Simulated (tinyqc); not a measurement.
# Tail temperature from the power law

Problem. When tail states hold most of the charge, the linear current goes as I = A (Vg - VT)^g with g = 2 Tt/T - 1. Find g, Tt and the tail width kB Tt.

Values chosen for this exercise:
- T = 300 K (temperature)

Constants: q = 1.602176634e-19 C, kB = 1.380649e-23 J/K, Vt = kB T/q. Results are converted to the units shown.

I at Vg - VT = 17 and 26 V (nA): 17709.528  43838.845

Answer. g is the slope of ln I against ln(Vg - VT).

g = 2.133
Tt = 470.0 K
kB Tt = 40.50 meV

tinyqc, about 0.02 s, one thread, Intel Xeon 2.30GHz (shared host): `OMP_NUM_THREADS=1 python tinyqc.py 2610055 2610056 out.jsonl`
